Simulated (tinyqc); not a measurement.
Hueckel theory of the pi electrons, for the molecule Bc1[cH+]n1 (SMILES; centres numbered as the heavy atoms are written), step by step. One step of it, computed by the program tinyqc.

Question. Energy, charges, bond orders. E = sum n x; q_r = z_r - P_rr; bond order p = P_rs; free valence = sqrt(3) - sum of p over the bonds of the atom.

x values: 2.024608  -0.330604  -0.732423  -1.651581

occupations: 2.000000  0.000000  0.000000  0.000000

charge and bond-order matrix P, lower triangle:
```
          1B        2C        3C        4N
1B  0.031400
2C  0.142406  0.645833
3C  0.135139  0.612876  0.581600
4N  0.152555  0.691860  0.656553  0.741167
```

Centres:
```
centre  z_r, pi electrons of the neutral centre          h
1B                                            0  -1.150000
2C                                            1   0.000000
3C                                            1   0.000000
4N                                            1   0.460000
```

Bonds:
```
i  j         k
1  2  0.700000
2  3         1
3  4  0.860000
4  2  0.860000
```

Give: pi energy = 2 alpha + this times beta; pi charges; Bond orders and lengths from R = 1.517 - 0.180 p; free valence of the carbons; gap between the highest filled and the next level.

Answer.

pi energy = 2 alpha + this times beta = 4.0492

pi charges: 1B -0.0314, 2C 0.3542, 3C 0.4184, 4N 0.2588

Bond orders and lengths from R = 1.517 - 0.180 p (angstrom, C-C alone):
```
bond       p       R
1-2   0.1424       -
2-3   0.6129  1.4067
3-4   0.6566       -
4-2   0.6919       -
```

free valence of the carbons: 2C 0.2849, 3C 0.4626

gap between the highest filled and the next level = 2.3552 |beta|
